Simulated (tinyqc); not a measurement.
Speciation in dilute and buffered hydrofluoric acid, oxide etch rate and bath loading: one step, computed by the program tinyqc.

Concentrations stand for activities, NH4+ and Cl- are spectators, and water ionisation is neglected. H, F and HF2 denote the ions H+, F- and HF2-. The base temperature is 298 K.

Task: One trial. Fluoride balance: [HF] + [F] + 2 [HF2] + 2 [H2F2] = HF added + NH4F added. Acid balance: [H] + [HF] + [HF2] + 2 [H2F2] = HF added + HCl added. For a trial [H], [HF] = [H][F]/K1, and the fluoride balance is a quadratic in [F]. Take pH = 3. The residual is the left side of the acid balance less the right.

Inputs (values chosen for the exercise, of the order of those for thermal oxide at room temperature):
```
quantity                 value   unit
HF added                  0.52  mol/L
NH4F added                 1.2  mol/L
HCl added                    0  mol/L
K1 = [H][F]/[HF]      0.000745  mol/L
K2 = [HF2]/([HF][F])      4.46  L/mol
K3 = [H2F2]/[HF]^2         2.7  L/mol
```

Give: [F]; [HF]; [HF2]; [H2F2]; residual.

Result:

[F] = 0.2327 mol/L

[HF] = 0.3123 mol/L

[HF2] = 0.3241 mol/L

[H2F2] = 0.2634 mol/L

residual = 0.6442 mol/L

The residual is positive: the trial holds too much acid, so the pH lies above 3.
